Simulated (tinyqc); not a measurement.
# Pull-up strength from the switching point

Inverse problem. Transistor (EKV form, voltages against the body): I = 2 n b Vt^2 [F(vp - Vs) - F(vp - Vd)] from drain to source, F(v) = ln^2(1 + exp(v/(2 Vt))), vp = (Vg - VT + sg |Vd - Vs|)/n. n-channel bodies are at 0; for the p-channel device all voltages are counted down from Vdd. b in uA/V^2 gives I in uA. In an inverter In(Vg = Vd = VM) equals Ip at the switching point VM. Find bp and the current there.

Inputs (values chosen for the exercise): temperature T = 250 K; supply voltage Vdd = 1.2 V; slope factor n = 1.1; drain-induced barrier lowering sg = 0.06; n-channel threshold VTn = 0.39 V; p-channel threshold (magnitude) VTp = 0.31 V; gain factor of the pull-down transistor bn = 410 uA/V^2.

Constants: q = 1.602176634e-19 C, kB = 1.380649e-23 J/K, Vt = kB T/q. Results are converted to the units shown.

VM = 0.655078443 V

Solution. Ip is proportional to bp, so bp is In(VM) over the p-channel current for unit b.

bp = 530.0 uA/V^2
current at VM = 17.28 uA

Computed by the program tinyqc: `OMP_NUM_THREADS=1 python tinyqc.py 2340005 2340006 out.jsonl`, one thread of a shared Intel Xeon 2.30GHz, about 0.05 s for the whole run.
